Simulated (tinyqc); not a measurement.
# Worked calculation: thermoelectric coefficients of a parabolic band, Landauer integrals

tinyqc, about 0.1 s, one thread, Intel Xeon 2.30GHz (shared host): `OMP_NUM_THREADS=1 python tinyqc.py 2800113 2800114 out.jsonl` Printed values are rounded.

Bulk parabolic band, x = (E - Ec)/kB T, C = hbar^2/(2 m0), kB T in eV. Modes per area gv m kB T x/(4 pi C) times the back-scattering length l0 x^rr give the transport function s0 X(x), s0 = (2 q^2/h) gv m kB T l0/(4 pi C), X = x^(1 + rr). I_k = int X (x - eta)^k w dx, w = 1/(4 cosh^2((x - eta)/2)).

Inputs (values chosen for the exercise):
```
symbol  value     unit                             meaning
T         400        K                         temperature
m        0.92       m0                  mass of one valley
gv          4                                      valleys
l0        1.2       nm     back-scattering length at x = 1
rr          2               energy exponent of that length
kL        1.9  W/(m K)        lattice thermal conductivity
eta       1.6           reduced Fermi level (EF - Ec)/kB T
xa          0                        lower end of the grid
xe         12                        upper end of the grid
nE         13                           points of the grid
```

Constants: q = 1.602176634e-19 C, kB = 1.380649e-23 J/K, hbar = 1.054571817e-34 J s, h = 6.62607015e-34 J s, m0 = 9.1093837015e-31 kg, Vt = kB T/q, hbar^2/(2 m0) = 0.0380998212 eV nm^2. Results are converted to the units shown.

Range of the model: Parabolic bands, elastic scattering and a fixed kL make these model figures, not those of a material.

## The three integrals on a coarse grid

Simpson's rule on nE equally spaced points from xa to xe.

```
point         x     X            w         X w
0       0.00000     0    0.1397638           0
1       1.00000     1    0.2287842   0.2287842
2       2.00000     8    0.2402607    1.922086
3       3.00000    27    0.1586849    4.284492
4       4.00000    64   0.07625500    4.880320
5       5.00000   125   0.03125247    3.906558
6       6.00000   216   0.01198134    2.587969
7       7.00000   343  0.004476057    1.535287
8       8.00000   512  0.001656049   0.8478973
9       9.00000   729  6.105062e-4   0.4450590
10     10.00000  1000  2.247662e-4   0.2247662
11     11.00000  1331  8.271038e-5   0.1100875
12     12.00000  1728  3.043063e-5  0.05258413
```

I_0, I_1, I_2 on this grid: [21.00658, 63.32063, 264.6463]

Converged values are 21.070, 64.045 and 274.09; the grid is 0.30 % below the first and 3.4 % below the last.

## Coefficients of the electrons

converged I_0, I_1, I_2: [21.06986, 64.04510, 274.0948]

sigma = s0 I_0, S = -(kB/q) I_1/I_0, Lorenz number L = (kB/q)^2 [I_2/I_0 - (I_1/I_0)^2], kappa_e = L sigma T.

s0 = 246.3337 S/cm
sigma = 5190.218 S/cm
S = -261.9372 uV/K
L = 2.799064 x 1e-8 V^2/K^2
kappa_e = 5.811101 W/(m K)

L is 15 % above the Sommerfeld value (pi^2/3)(kB/q)^2 = 2.443e-8 V^2/K^2. The Mott formula -(pi^2/3)(kB/q)(1 + rr)/eta gives -532 uV/K, 2.03 times S in size.

## Power factor and figure of merit

Power factor S^2 sigma, ZT = S^2 sigma T/(kappa_e + kL).

power factor = 35.61065 mW/(m K^2)
ZT = 1.847240
electronic share of kappa = 75.36020 %
